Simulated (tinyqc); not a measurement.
Inverter chain driving a load.

N inverters, each f = Hc^(1/N) times larger than the one before: delay tau N (f + pp). Switched capacitance in units of the first input, with output capacitance pp times the input: Hc + (1 + pp)(Hc - 1)/(f - 1).

Parameters, values chosen for the exercise: load over the input capacitance of the chain Hc = 97; parasitic delay of an inverter pp = 0.6; delay unit tau = 1.3 ps.

Results:
```
N      f  delay (ps)  switched capacitance
1  97.00       126.9                 98.60
2  9.849       27.17                 114.4
3  4.595       20.26                 139.7
4  3.138       19.44                 168.8
5  2.497       20.13                 199.6
6  2.144       21.40                 231.3
8  1.772       24.66                 296.1
```

Estimate the missing row, N = 7.

Computed row:
```
N      f  delay (ps)  switched capacitance
7  1.922       22.95                 263.5
```

With this row back in the table: The delay goes from 127 through a minimum of 19.4 (at N = 4 among the rows listed) to 24.7 ps. The best stage effort solves pp + rho (1 - ln rho) = 0, rho = 3.27, which gives N = ln Hc/ln rho = 3.86. One stage fewer than the best costs 4.2 % in delay and saves 17 % of the switched capacitance.

Computed by the program tinyqc: `OMP_NUM_THREADS=1 python tinyqc.py 2082087 2082088 out.jsonl`, one thread of a shared Intel Xeon 2.30GHz, about 0.01 s for the whole run.
